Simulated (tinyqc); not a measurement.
# Band bending at a free surface with one surface level, surface photovoltage and Kelvin probe: effects of single changes

n-type bulk, xi = Ec - EF = Vt ln(Nc/Nd), p0 = ni^2/Nd, ni = sqrt(Nc Nv) exp(-Eg/(2 Vt)), Eg in volts. b is the upward band bending, u = b/Vt. Space charge per area, in units of q: Qc = sign(b) sqrt((2 eps0 eps_r Vt/q) [(Nd + dn)(exp(-u) - 1) + Nd u + (p0 + dn)(exp(u) - 1)]), with dn the excess density under light (flat quasi-Fermi levels; 0 in the dark). The level holds -Ns f, f = 1/(1 + exp((xi + b - Es)/Vt)). Neutrality: Qc + Qf + (charge of the states) = 0.

Values chosen for this exercise; band and dielectric values close to those of silicon: temperature T = 300 K; band gap Eg = 1.1 eV; relative permittivity eps_r = 11.7; conduction-band density of states at T Nc = 2.79e19 cm^-3; valence-band density of states at T Nv = 2.66e19 cm^-3; electron affinity chi = 4.08 eV; donor density Nd = 8.9e17 cm^-3; fixed positive charge at the surface Qf = 0 cm^-2; work function of the probe tip pt = 4.85 eV; density of an acceptor-like surface level Ns = 2.3e13 cm^-2; its depth below the conduction edge Es = 0.54 eV.

Constants: q = 1.602176634e-19 C, kB = 1.380649e-23 J/K, Vt = kB T/q, eps0 = 8.8541878128e-14 F/cm where lengths are in cm. Results are converted to the units shown.

Each table varies one quantity; the others keep the values above.

## Pinning by the surface states

b solves the neutrality condition in the dark.

Results:
```
Ns (cm^-2)      b (V)  xi + b (eV)  Qc (cm^-2)
2.4e10      0.0016255     0.090690   2.4000e10
6.7e10      0.0046246     0.093689   6.7000e10
1.8e11       0.013081      0.10214   1.8000e11
5.1e11       0.043679      0.13274   5.1000e11
3.9e12        0.44441      0.53347   2.1948e12
1.1e13        0.48533      0.57440   2.2996e12
2.9e13        0.51349      0.60255   2.3690e12
8.1e13        0.54075      0.62982   2.4344e12
```

Estimate the missing row, Ns = 1.4e12 cm^-2.

Computed row:
```
Ns (cm^-2)    b (V)  xi + b (eV)  Qc (cm^-2)
1.4e12      0.19612      0.28518   1.3999e12
```

With this row back in the table: b rises from 0.00163 to 0.541 V. The level is over 95 % full (Qc near Ns - Qf) in the 5 rows with xi + b more than 3 Vt short of Es = 0.54 eV. Beyond that it empties, and between the last two rows b gains only 61.1 mV a decade.

## Kelvin-probe contrast of the doping

Same model as above.

Work function chi + xi + b; contact potential difference CPD = (work function of the sample) - pt.

Kelvin-probe contrast of the doping:
```
Nd (cm^-3)  xi (eV)   b (V)  CPD (mV)
1.3e14       0.3174  0.3989    -53.71
6.5e14       0.2758  0.4191    -75.17
3.3e15       0.2338  0.4393    -96.91
1.7e16       0.1914  0.4597    -118.9
8.5e16       0.1498  0.4795    -140.8
4.4e17       0.1073  0.4991    -163.7
2.2e18      0.06567  0.5167    -187.6
```

xi falls by 252 mV over the table and the CPD by 134 mV; b rises from 0.399 to 0.517 V. Between the first two rows the CPD follows 51.6 % of the change of xi, and between the last two 57.6 %. It is below 100 % where b rises with the doping (pinning hides it).

## Photovoltage against injection

Same model as above.

Under chopped light the surface charge keeps its dark value, so b falls to bL with Qc(bL, dn) = Qc(b, 0); the photovoltage is b - bL.

Photovoltage against injection:
```
dn (cm^-3)    bL (V)  photovoltage (mV)  share of b removed (%)
1e9          0.49983             7.2436                  1.4285
9.7e9        0.47748             29.596                  5.8365
9.3e10       0.44014             66.936                  13.200
8.9e11       0.39506             112.01                  22.090
8.5e12       0.34610             160.98                  31.746
8.1e13       0.29495             212.12                  41.833
7.7e14       0.24246             264.62                  52.185
7.3e15       0.18909             317.99                  62.710
7e16         0.13495             372.13                  73.387
6.7e17      0.081888             425.19                  83.851
6.4e18      0.037459             469.62                  92.613
```

The photovoltage rises from 7.24 to 470 mV, towards the full b = 507 mV. Its steepest rise is 55.1 mV a decade (Vt ln 10 = 59.5 mV), and it reaches 92.6 % of b in the last row: even strong light does not flatten the bands fully, so a saturation reading understates b. For dn = 6.4e18 the injection is high, and a Dember voltage, left out here, adds to the signal.

Program tinyqc, `OMP_NUM_THREADS=1 python tinyqc.py 2430007 2430008 out.jsonl`; Intel Xeon 2.30GHz, shared host, one thread, about 0.01 s.
